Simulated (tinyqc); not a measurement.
# Changing the wafer radius R

Model: electroplating on a thin resistive seed layer: kinetics, Wagner number and the terminal effect across a wafer. Computed by tinyqc, a small Python program. Command: `OMP_NUM_THREADS=1 python tinyqc.py 3120937 3120938 out.jsonl terminal sweep`. One thread of a shared host (Intel(R) Xeon(R) Processor @ 2.30GHz), about 0.03 s of CPU time with the checks.

Current enters the seed at the rim. The bath is treated as a local resistance per area (no lateral flow in the liquid), two electrons per ion, molar volume 7.11 cm^3/mol, Faraday constant F = e N_A, kinematic viscosity 0.01 cm^2/s, omega = 2 pi x rpm/60; k_B T/e is in volts.

Inputs (values chosen for the exercise, of the order of those for copper plating on a thin cobalt or ruthenium seed):

| quantity | value | unit |
|---|---|---|
| seed thickness t | 36 | nm |
| seed resistivity | 3.1 | microohm cm |
| bath conductivity kappa | 0.044 | S/cm |
| gap to the anode h | 8.6 | cm |
| extra resistance of a porous plate | 22 | ohm cm^2 |
| exchange current density i_0 | 0.26 | mA/cm^2 |
| cathodic transfer coefficient alpha | 0.71 | - |
| mean current density | 4.2 | mA/cm^2 |
| diffusivity of the metal ion | 5.2e-06 | cm^2/s |
| metal ion concentration | 0.38 | mol/L |
| rotation rate | 60 | rpm |
| temperature T | 298 | K |

Constants: e = 1.602176634e-19 C; N_A = 6.02214076e+23 1/mol; k_B = 8.617333262e-05 eV/K.

Method:
- Growth rate = i V_m/(2 F). Levich limit i_L = 0.62 x 2 F D^(2/3) omega^(1/2) nu^(-1/6) c. Tafel overpotential eta = (k_B T/(alpha e)) ln(i/i_0); kinetic resistance k_B T/(alpha e i); bath resistance h/kappa + plate; R_s = resistivity/t; Wagner number = kinetic resistance x kappa/R.
- Linearised: with R_t = kinetic + bath resistance the current density obeys (1/r)(r i')' = i R_s/R_t, so i = A I_0(r/l), l = sqrt(R_t/R_s); with x = R/l, edge/centre = I_0(x) and edge/mean = x I_0(x)/(2 I_1(x)).
- Voltage drop in the seed for a uniform current: i R_s R^2/4.
- Full model: seed potential phi(r) with (1/r)(r phi')' = R_s i, where i solves phi = R_b i + (k_B T/(alpha e)) ln(i/i_0) (phi being the driving voltage left at r); phi'(0) = 0 and phi'(R) = R_s i_mean R/2. Solved by collocation to a tolerance of 1e-7.

One run for each value:

| wafer radius R (cm) | edge over centre, full model | edge over centre, linear | drop for uniform current (mV) |
|---|---|---|---|
| 2.5 | 1.0060 | 1.0060 | 5.65 |
| 5.0 | 1.0239 | 1.0239 | 22.60 |
| 7.5 | 1.0543 | 1.0543 | 50.86 |
| 10.0 | 1.0975 | 1.0975 | 90.42 |
| 15.0 | 1.2260 | 1.2260 | 203.44 |
| 22.5 | 1.5429 | 1.5434 | 457.73 |

What does the table show?

Over the rows, edge over centre, full model rises from 1.01 to 1.54 (exponent d ln y / d ln x 0.026 between the first rows and 0.57 between the last); edge over centre, linear rises from 1.01 to 1.54 (exponent d ln y / d ln x 0.026 between the first rows and 0.57 between the last); drop for uniform current (mV) rises from 5.65 to 458 (exponent d ln y / d ln x about 2.0 throughout).
